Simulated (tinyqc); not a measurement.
Comparisons within one model: valley splitting of a silicon quantum well in envelope theory. A value that a table varies takes the place of the one given here.

The well lies at 0 < z < L; U(z) = V0 [1/(1 + exp(z/w)) + 1/(1 + exp((L - z)/w))] - e F z, 1 mV/nm = 1e-4 eV/angstrom. The envelope psi solves -(c/ml) psi'' + U psi = E psi, c = hbar^2/2m0, by three-point differences on a grid of 0.1 angstrom from -40 to L + 40 angstrom. The two valleys at +/- k0 couple through D = C0 times the integral of exp(-i q z) U(z) psi^2, q = 2 k0 (2 pi/a), and split by Ev = 2|D|.

Random alloy: with Y(z) = Yw + (Yb - Yw) B(z), B the bracket in U, and in-plane density exp(-r^2/ad^2)/(pi ad^2), D gains a random complex part of variance sigma^2 = (C0^2/pi)(a^2 V0/(8 ad (Yb - Yw)))^2 (4/a) times the integral of psi^4 Y (1 - Y). Alone it gives a mean splitting sqrt(pi) sigma; together with the smooth part the rms splitting is 2 sqrt(|D|^2 + sigma^2).

Constants: hbar^2/2m0 = 3.80998211 eV angstrom^2.

Parameters, chosen for this exercise (near those of a strained Si well in SiGe; not measured data):
- L = 66 angstrom (well width)
- V0 = 0.17 eV (conduction offset)
- ml = 0.916 m0 (mass along z)
- F = 5.1 mV/nm (field pressing towards the upper interface)
- k0 = 0.843 2 pi/a (valley position)
- a = 5.431 angstrom (lattice constant)
- C0 = 0.277 (Bloch overlap factor)
- Yb = 0.28 (Ge share of the barrier)
- Yw = 0.05 (Ge share of the well)
- ad = 100 angstrom (dot radius)
- ws = (0.3, 0.5, 0.8, 1.2, 1.9, 3.2, 4.7) angstrom (interface widths)
- Ls = (66, 67.4, 68.7, 70.1, 71.4, 72.8, 74.1, 75.5) angstrom (widths in steps of one atomic layer, a/4, rounded to the grid)
- F2 = 0 mV/nm (second field, zero or weak)
- w1 = 0.3 angstrom (interface width for this table)
- w = 0.7 angstrom (interface width parameter)

## Sharpness of the interface

The smooth part 2|D| and the disorder part against w, beside y/sinh(y) with y = pi q w. The 12 to 88 % width of the step is 4w.

Results:

| w (angstrom) | 4w (angstrom) | 2\|D\| (micro-eV) | y/sinh(y) | sqrt(pi) sigma (micro-eV) |
|---|---|---|---|---|
| 0.3 | 1.2 | 97.34 | 0.60 | 209.8 |
| 0.5 | 2.0 | 45.82 | 0.29 | 209.9 |
| 0.8 | 3.2 | 11.28 | 0.073 | 210.2 |
| 1.2 | 4.8 | 1.44 | 0.0094 | 210.7 |
| 1.9 | 7.6 | 0.04 | 0.00020 | 212.0 |
| 3.2 | 12.8 | 0.00 | 1.2e-07 | 216.1 |
| 4.7 | 18.8 | 0.00 | 1.8e-11 | 223.5 |

What does this show?

The smooth part needs a Fourier component of U psi^2 at a wavelength of 3.22 angstrom; from the first row to the third it falls by a factor 8.63, while y/sinh(y) falls by 8.24 (the envelope near the step and the phase between the two interfaces change too). The disorder part goes from 209.8 to 223.5 micro-eV. It exceeds the smooth part in every row.

## Adding atomic layers

The smooth splitting Ev = 2|D| with w = w1, at the field F2 and at F.

Results:

| L (angstrom) | q L mod 2 pi | Ev at F2 (micro-eV) | Ev at F (micro-eV) |
|---|---|---|---|
| 66.0 | 3.07 | 57.7 | 97.3 |
| 67.4 | 5.80 | 34.9 | 90.4 |
| 68.7 | 2.06 | 34.2 | 90.0 |
| 70.1 | 4.79 | 48.9 | 93.2 |
| 71.4 | 1.04 | 6.93 | 86.6 |
| 72.8 | 3.77 | 48.7 | 92.4 |
| 74.1 | 0.02 | 17.0 | 87.2 |
| 75.5 | 2.75 | 37.1 | 89.5 |

What does this show, and why?

At F2 the splitting swings between 6.93 and 57.7 micro-eV, a ratio of 8.34, as the two interfaces add with the phase q L, which advances on average by 2.65 rad a layer. At F the ratio is 1.12, where in the first row psi^2 at the upper interface is 14.3 times that at the lower one: one interface dominates and the interference fades.

## What each parameter does

Orbital spacing, psi^2 at z = L, the smooth splitting and sigma; V0 is held fixed when Yw changes. Each row changes one parameter from the base and keeps the others.

Results:

| case | E2 - E1 (meV) | psi^2(L) (1e-3/angstrom) | 2\|D\| (micro-eV) | sigma (micro-eV) |
|---|---|---|---|---|
| base | 24.10 | 3.038 | 18.40 | 118.5 |
| ad = 140 angstrom | 24.10 | 3.038 | 18.40 | 84.7 |
| Yw = 0.08 | 24.10 | 3.038 | 18.40 | 169.5 |
| L = 72 angstrom | 21.91 | 2.929 | 17.35 | 116.7 |
| V0 = 0.213 eV | 24.68 | 2.405 | 18.24 | 149.1 |
| w = 0.91 angstrom | 24.23 | 2.937 | 6.48 | 118.7 |
| F = 7.65 mV/nm | 26.92 | 4.336 | 26.49 | 123.9 |
| k0 = 0.823 2 pi/a | 24.10 | 3.038 | 20.79 | 118.5 |
| C0 = 0.332 | 24.10 | 3.038 | 22.05 | 142.1 |

What can be read from the table?

The largest shifts from the base row, up to three for each result and ties (the steps differ in size, so this ranks the rows, not the parameters). E2 - E1 (meV): F +2.82, L -2.19, V0 +0.58; unchanged at the printed digits by ad, Yw, k0 and C0. psi^2(L) (1e-3/angstrom): F +1.297, V0 -0.633, L -0.110; unchanged at the printed digits by ad, Yw, k0 and C0. 2|D| (micro-eV): w -11.92, F +8.09, C0 +3.65; unchanged at the printed digits by ad and Yw. sigma (micro-eV): Yw +51.0, ad -33.9, V0 +30.6; unchanged at the printed digits by k0.

(tinyqc, `OMP_NUM_THREADS=1 python tinyqc.py 1281372 1281373 out.jsonl`, Intel(R) Xeon(R) Processor @ 2.30GHz, 1 thread, shared host, about 0.1 s.)
